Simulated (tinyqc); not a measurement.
Sweep of alpha: linear model of a band gap against the share of exact exchange.

E(alpha) = E0 + S alpha. A wider gap screens less, modelled in the Penn form eps(alpha) = 1 + (e0 - 1)(EP/(EP + S alpha))^2 with a scale EP chosen for the exercise. A dielectric-dependent hybrid takes alpha = 1/eps.

Inputs chosen for the exercise (of the order of those of GaN; shifted at random, so the results belong to these values and not to a real crystal): E0 = 1.87 eV (gap of the semi-local functional); S = 7.22 eV (slope dE/d(alpha)); e0 = 5.62 (optical dielectric constant at alpha = 0); EP = 20.5 eV (energy scale of the screening); Et = 3.45 eV (target gap).

Also the exciton scale relative to alpha = 0, (m/m(0))(eps(0)/eps)^2, with a mass proportional to E + D, D = E0/2 + 0.3 eV, a k.p rule for direct gaps only.

Results:

| alpha | E (eV) | eps | alpha eps | exciton scale |
|---|---|---|---|---|
| 0.00 | 1.870 | 5.620 | 0.000 | 1.00 |
| 0.05 | 2.231 | 5.461 | 0.273 | 1.18 |
| 0.10 | 2.592 | 5.311 | 0.531 | 1.38 |
| 0.15 | 2.953 | 5.168 | 0.775 | 1.60 |
| 0.20 | 3.314 | 5.032 | 1.006 | 1.83 |
| 0.25 | 3.675 | 4.903 | 1.226 | 2.08 |
| 0.35 | 4.397 | 4.662 | 1.632 | 2.64 |
| 0.50 | 5.480 | 4.340 | 2.170 | 3.63 |

What can be read from this table?

alpha eps reaches 1 between alpha = 0.15 and 0.2 (fixed point 0.199), and the target gap is met between 0.2 and 0.25. At the fixed point the gap is 3.30 eV, -0.15 eV from the target. From 0 to 0.25 the gap grows by 1.80 eV while eps falls by 13 %; the exciton scale, which takes both, grows by a factor of 2.08.

tinyqc: `OMP_NUM_THREADS=1 python tinyqc.py 1880774 1880775 out.jsonl`; about 0.01 s, one thread, shared Intel(R) Xeon(R) Processor @ 2.30GHz.
